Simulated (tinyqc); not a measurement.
Mean-field antiferromagnet of the Hubbard model on the simple cubic lattice: one step. Folded levels on the mesh.

e(k) = -2 t (cx + cy + cz) - 4 t2 (cx cy + cy cz + cz cx), ci = cos ki; one electron a site; Q = (pi, pi, pi). <n_up - n_dn> = m cos(Q.R) gives Delta = U m/2 and bands E = e+ -/+ sqrt(e-^2 + Delta^2), e+- = (e(k) +- e(k + Q))/2 (the constant U/2 is dropped). Means run over the mesh k_i = 2 pi (j + 1/2)/N of the whole zone: mu from mean(f(E-) + f(E+)) = 1; m(out) = mean of Delta (f(E-) - f(E+))/sqrt(e-^2 + Delta^2); free energy per site F = -kT mean[ln(1 + exp(-(E- - mu)/kT)) + ln(1 + exp(-(E+ - mu)/kT))] + mu + U m^2/4.

Values chosen for the exercise:
```
symbol  value  unit  meaning
t       0.63   eV    nearest hopping
t2      0      eV    second hopping
N       4            mesh
```

Question. Collect the points with equal |e-| and e+.

Give: Classes of points.

Answer.

Classes of points:
```
|e-| (eV)  e+ (eV)  points
0.8910      0.0000      48
2.6729      0.0000      16
```

(tinyqc, `OMP_NUM_THREADS=1 python tinyqc.py 1650383 1650384 out.jsonl`, Intel(R) Xeon(R) Processor @ 2.30GHz, 1 thread, shared host, about 0.08 s.)
